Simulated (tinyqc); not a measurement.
Raman shift of the zone-centre optical phonon of a diamond-structure crystal under stress. Changing the local temperature T. Computed by tinyqc, a small Python program. Command: `OMP_NUM_THREADS=1 python tinyqc.py 3013267 3013268 out.jsonl ramanstress sweep`. One thread of a shared host (Intel(R) Xeon(R) Processor @ 2.30GHz), about 0.01 s of CPU time with the checks.

Axes x, y, z are the cube axes. Strain shifts the threefold optical mode and can split it; p, q and r are the phonon deformation potentials.

Inputs (values chosen for the exercise, for a model crystal): unstrained frequency omega_0 = 520 1/cm; p/omega_0^2 = -2.33; q/omega_0^2 = -2.18; r/omega_0^2 = -1.37; C11 = 259 GPa; C12 = 122 GPa; C44 = 93.3 GPa; stress sigma (tension positive) = 0.08 GPa; polarisation angle phi = 10 degree; temperature coefficient d omega/dT = -0.023 1/(cm K); laser wavelength = 364 nm.

Stress state: biaxial. Axis: [111].

Constants: h = 6.62607015e-34 J s; c = 299792458 m/s; k_B = 1.380649e-23 J/K.

Method:
- S11 = (C11 + C12)/D, S12 = -C12/D, D = (C11 - C12)(C11 + 2 C12), S44 = 1/C44.
- Equal biaxial stress in the plane normal to the axis (unit vector n): sigma_ij = sigma (delta_ij - n_i n_j).
- eps_xx = S11 sigma_xx + S12 (sigma_yy + sigma_zz), and cyclic; eps_xy = S44 sigma_xy/2 (tensor strain).
- Secular matrix: M_xx = p eps_xx + q (eps_yy + eps_zz), M_xy = 2 r eps_xy; its eigenvalues are omega^2 - omega_0^2, and the shifts are these over 2 omega_0.
- Backscattering from a (001) surface: incident polarisation (cos phi, sin phi, 0). With Raman tensors (R_z)_xy = (R_z)_yx = 1 and cyclic, only the z component u_z of a mode counts: I = u_z^2 sin^2(2 phi) for parallel and u_z^2 cos^2(2 phi) for crossed polarisers. An unresolved line sits at the intensity-weighted shift, which is M_zz/(2 omega_0).
- A temperature above 300 K shifts the line by (d omega/dT)(T - 300 K); divided by the shift per stress it poses as a stress; the total shift adds it to the shift of the observed line. The anti-Stokes to Stokes ratio is [(omega_L + omega_0)/(omega_L - omega_0)]^3 exp(-h c omega_0/(k_B T)) in photon counts, omega_L = 1/wavelength, resonance effects left out.

One run for each value:
```
local temperature T (K)  anti-Stokes/Stokes ratio  total shift (1/cm)  apparent stress from heating (GPa)
300                                        0.0925               -0.18                               0.000
330                                        0.1161               -0.87                               0.299
370                                        0.1483               -1.79                               0.698
420                                        0.1887               -2.94                               1.197
480                                        0.2357               -4.32                               1.796
650                                        0.3544               -8.23                               3.492
750                                        0.4131              -10.53                               4.490
```

Give the missing row, local temperature T (K) = 560.

Computed row:
```
local temperature T (K)  anti-Stokes/Stokes ratio  total shift (1/cm)  apparent stress from heating (GPa)
560                                        0.2945               -6.16                               2.594
```

Interpolating between the two neighbouring rows (linearly) misses most in anti-Stokes/Stokes ratio, by 1.0 %. Over the rows, anti-Stokes/Stokes ratio rises from 0.0925 to 0.413 (exponent d ln y / d ln x 2.4 between the first rows and 1.1 between the last); total shift (1/cm) falls from -0.184 to -10.5 (exponent d ln y / d ln x 16 between the first rows and 1.7 between the last); apparent stress from heating (GPa) rises from 0 to 4.49. The intensity ratio is a Boltzmann factor and does not involve the stress in this model, so it separates heating from stress.

Caution (all rows): this stress has components normal to the (001) face, so it cannot reach a free (001) surface; it can act on buried material.
